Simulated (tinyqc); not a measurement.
Kronig-Penney superlattice by transfer matrices: one step. Miniband edges. Three cases, with inputs chosen for the exercise.

Question. The edges are the energies where tr M/2 = +1 (q = 0) or -1 (q = pi/d); the first three minibands.

Wells (width a, potential 0, mass mw) alternate with barriers (width b, height V0, mass mb); period d = a + b; c = hbar^2/2m0. The vector (psi, psi'/m) is continuous, and a layer of thickness t carries it by M = [[cos kt, (m/k) sin kt], [-(k/m) sin kt, cos kt]] with k = sqrt(m (E - V)/c); for E < V, k = i kappa gives [[cosh, (m/kappa) sinh], [(kappa/m) sinh, cosh]] of kappa t. A Bloch state obeys cos(q d) = tr(Mb Mw)/2.

Constants: hbar^2/2m0 = 3.80998211 eV angstrom^2.

Give: Minibands.

Case 1.

Values chosen (near those of the light valleys of a Si film between layers of SiO2; shifted at random, so the results belong to these values and not to a real crystal):
- a = 18 angstrom (well width)
- b = 6 angstrom (barrier width)
- V0 = 3.112 eV (barrier height)
- mw = 0.194 m0 (mass in the wells)
- mb = 0.506 m0 (mass in the barriers)

Answer.

Minibands:
```
band  bottom (eV)  top (eV)  width (meV)
1          0.2820    0.2976         15.6
2          1.1713    1.2472         76.0
3          2.6471    2.9379        290.7
```

3 minibands of these lie wholly below V0. The first gap is 873.7 meV wide; the single well of width a has E1 = 0.2898 eV, inside the first miniband.

Case 2.

Values chosen (near those of a GaAs superlattice with barriers of AlGaAs; shifted at random, so the results belong to these values and not to a real crystal):
- a = 126 angstrom (well width)
- b = 18 angstrom (barrier width)
- V0 = 0.235 eV (barrier height)
- mw = 0.0668 m0 (mass in the wells)
- mb = 0.0911 m0 (mass in the barriers)

Answer.

Minibands:
```
band  bottom (eV)  top (eV)  width (meV)
1          0.0162    0.0259          9.7
2          0.0680    0.1040         36.1
3          0.1611    0.2351         74.0
```

2 minibands of these lie wholly below V0. The first gap is 42.0 meV wide; the single well of width a has E1 = 0.0213 eV, inside the first miniband.

Case 3.

Values chosen (near those of a non-polar GaN superlattice with barriers of AlGaN; shifted at random, so the results belong to these values and not to a real crystal):
- a = 46 angstrom (well width)
- b = 6 angstrom (barrier width)
- V0 = 0.45 eV (barrier height)
- mw = 0.195 m0 (mass in the wells)
- mb = 0.236 m0 (mass in the barriers)

Answer.

Minibands:
```
band  bottom (eV)  top (eV)  width (meV)
1          0.0339    0.0694         35.5
2          0.1519    0.2781        126.2
3          0.3819    0.6270        245.2
```

2 minibands of these lie wholly below V0. The first gap is 82.5 meV wide; the single well of width a has E1 = 0.0524 eV, inside the first miniband.

Computed by tinyqc, one run a case: `OMP_NUM_THREADS=1 python tinyqc.py N N+1 out.jsonl` with N = 1252479, 1252569, 1252613; one thread of a shared Intel(R) Xeon(R) Processor @ 2.30GHz, about 0.3 s a run at most.
